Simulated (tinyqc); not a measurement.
Carrier lifetime of an n-type layer with SRH, radiative, Auger and surface recombination: effect of the temperature at dn = 9e13 cm^-3.

Uniform excess density dn = dp (no trapping), n = n0 + dn, p = p0 + dn, Boltzmann statistics, full ionisation. Surfaces enter as a rate 2 S dn/d, which holds while diffusion to them is fast.

Nc and Nv are given at 300 K and scale as (T/300 K)^1.5; all else is held fixed. ni = sqrt(Nc Nv) exp(-Eg/(2 Vt)), Eg in volts; majority density N/2 + sqrt(N^2/4 + ni^2), n0 p0 = ni^2; n1 = Nc exp(-Et/Vt), p1 = Nv exp((Et - Eg)/Vt); tn0 = 1/(sn vth Nt), tp0 = 1/(sp vth Nt). With e = n p - ni^2 = dn (n0 + p0 + dn): U_SRH = e/(tp0 (n + n1) + tn0 (p + p1)), U_rad = B e, U_Aug = (Cn n + Cp p) e, U_s = 2 S dn/d. Each tau is dn over its rate; tau = dn/U with U the sum. Here dn = 9e13 cm^-3.

Values chosen for this exercise; band and dielectric values close to those of silicon:
- Eg = 1.11 eV (band gap)
- Nc = 2.78e19 cm^-3 (conduction-band density of states at the reference temperature)
- Nv = 2.66e19 cm^-3 (valence-band density of states at the reference temperature)
- B = 4.66e-15 cm^3/s (radiative coefficient)
- N = 8.1e15 cm^-3 (donor density)
- Cn = 4.7e-31 cm^6/s (Auger coefficient (two electrons))
- Cp = 5.5e-32 cm^6/s (Auger coefficient (two holes))
- Nt = 4.3e12 cm^-3 (trap density)
- sn = 2e-17 cm^2 (capture cross-section for electrons)
- sp = 4e-16 cm^2 (capture cross-section for holes)
- vth = 1.5e7 cm/s (thermal velocity (both carriers))
- Et = 0.9 eV (trap level below the conduction band)
- S = 3 cm/s (surface recombination velocity (both faces))
- d = 2 um (sample thickness)

Constants: q = 1.602176634e-19 C, kB = 1.380649e-23 J/K, Vt = kB T/q. Results are converted to the units shown.

The same in every row: tau_s (s) = 3.333e-5.

Effect of the temperature at dn = 9e13 cm^-3:
```
T (K)  tau_SRH (s)  tau_rad (s)  tau_Aug (s)   tau (s)  radiative share (%)  largest path
200       5.428e-5      0.02620      0.03168  2.062e-5              0.07870       surface
240       1.174e-4      0.02620      0.03168  2.591e-5              0.09891       surface
280       4.242e-4      0.02620      0.03168  3.084e-5               0.1177       surface
320       0.001414      0.02620      0.03168  3.249e-5               0.1240       surface
360       0.003848      0.02620      0.03168  3.297e-5               0.1258       surface
400       0.008808      0.02620      0.03168  3.313e-5               0.1264       surface
440        0.01763      0.02620      0.03168  3.319e-5               0.1267       surface
480        0.03183      0.02620      0.03167  3.322e-5               0.1268       surface
```

Surface recombination leads at T = 200 and in all other rows. tau_SRH rises from 5.43e-5 to 0.0318 s and the total lifetime rises from 2.06e-5 to 3.32e-5 s.

tinyqc, about 0.01 s, one thread, Intel Xeon 2.30GHz (shared host): `OMP_NUM_THREADS=1 python tinyqc.py 2300042 2300043 out.jsonl`
